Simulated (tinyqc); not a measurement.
Comparisons within one model: mean-field antiferromagnet of the Hubbard model on the square lattice. A value that a table varies takes the place of the one given here.

e(k) = -2 t (cx + cy) - 4 t2 cx cy, ci = cos ki; one electron a site; Q = (pi, pi). <n_up - n_dn> = m cos(Q.R) gives Delta = U m/2 and bands E = e+ -/+ sqrt(e-^2 + Delta^2), e+- = (e(k) +- e(k + Q))/2 (the constant U/2 is dropped). Means run over the mesh k_i = 2 pi (j + 1/2)/N of the whole zone: mu from mean(f(E-) + f(E+)) = 1; m(out) = mean of Delta (f(E-) - f(E+))/sqrt(e-^2 + Delta^2); free energy per site F = -kT mean[ln(1 + exp(-(E- - mu)/kT)) + ln(1 + exp(-(E+ - mu)/kT))] + mu + U m^2/4. Order at T > 0 in two dimensions is an artefact of mean field.

Constants: kB = 8.617333262e-05 eV/K.

Parameters, chosen for this exercise:
```
symbol  value  unit  meaning
t       0.75   eV    nearest hopping
t2      0      eV    second hopping
T       100    K
U       3.74   eV    on-site repulsion
```

## From weak to strong coupling

Mesh N = 48, start m = 0.9, at most 400 steps; U takes the listed multiples of t. The gap (negative: overlap) is read for that Delta on the unshifted mesh N = 64, which holds the band extrema.

Results:
```
U/t,m,Delta (eV),gap (eV),F - F(0) (meV),J = 4 t^2/U (meV)
1.5,0.253,0.142,0.285,-4.19,2000
2.0,0.376,0.282,0.564,-13.66,1500
3.0,0.566,0.637,1.274,-56.96,1000
4.0,0.691,1.036,2.072,-132.28,750
5.0,0.772,1.448,2.897,-233.49,600
6.0,0.827,1.862,3.723,-354.03,500
8.0,0.893,2.678,5.356,-633.92,375
12.0,0.948,4.267,8.535,-1276.36,250
20.0,0.981,7.354,14.708,-2682.68,150
```

How do the results move?

Every row has a moment above 0.02; a gap is open from U/t = 1.5 on. With t2 = 0 the Fermi surface is nested by Q, so at zero temperature and on an infinite mesh any U orders; at small U the finite mesh and kT = 0.011 t can suppress or reduce the moment. At U/t = 20 m has reached 0.981 and the gap is 0.98 U. Mean field leaves out spin fluctuations, which lower m (at large U to about 0.6 on the square and 0.85 on the simple cubic lattice) and the ordering temperature, which is zero in two dimensions.

## Order against temperature

Mesh N = 48, start m = 0.9, at most 400 steps; Delta(50 K) = 1.4427 eV.

Results:
```
T (K),kT/Delta(50 K),m,Delta (eV)
840,0.050,0.772,1.4427
2510,0.150,0.770,1.4404
4190,0.250,0.747,1.3977
5860,0.350,0.669,1.2515
7030,0.420,0.560,1.0471
8040,0.480,0.396,0.7407
9040,0.540,0.001,0.0012
10050,0.600,0.000,0.0000
11720,0.700,0.000,0.0000
```

What does this show, and why?

The moment is below 0.02 from 9040 K on (kT/Delta = 0.54); close to the transition 400 steps may not suffice, so a small m in the row before can be unconverged. Weak-coupling theory puts the transition at 0.567 and the atomic limit at 0.5. In two dimensions fluctuations forbid long-range order at any finite T, which mean field misses.

## Mesh

Start m = 0.9, at most 400 steps.

Results:
```
N,m,Delta (eV)
4,0.7844,1.4668
6,0.7715,1.4427
8,0.7717,1.4430
12,0.7715,1.4427
16,0.7715,1.4427
24,0.7715,1.4427
48,0.7715,1.4427
```

How do the results move?

m spans 0.7715 to 0.7844; it stays within 0.002 of the last value from N = 6 on. The level spacing across the Fermi surface, about 4 pi t/N, should fall below the larger of Delta = 1.443 eV and kT, a rough rule that asks for N above about 6.5.

## What moves the order

Mesh N = 48, start m = 0.9; the gap (negative: overlap) is read for that Delta on the unshifted mesh N = 64. Each row changes one parameter from the base and keeps the others.

Results:
```
case,m,Delta (eV),gap (eV)
base,0.7715,1.4427,2.8855
U = 4.114 eV,0.8017,1.6491,3.2982
t = 0.825 eV,0.7384,1.3808,2.7616
t2 = -0.038 eV,0.7715,1.4427,2.7335
T = 700 K,0.7715,1.4427,2.8855
```

How do the results move?

The largest shifts from the base row, up to three for each result and ties (the steps differ in size, so this ranks the rows, not the parameters). m: t -0.0331, U +0.0302; unchanged at the printed digits by t2 and T. Delta (eV): U +0.2064, t -0.0620; unchanged at the printed digits by t2 and T. gap (eV): U +0.4128, t2 -0.1520, t -0.1239; unchanged at the printed digits by T.

Program tinyqc; command `OMP_NUM_THREADS=1 python tinyqc.py 1651514 1651515 out.jsonl`; about 0.2 s on one thread of a shared Intel(R) Xeon(R) Processor @ 2.30GHz.
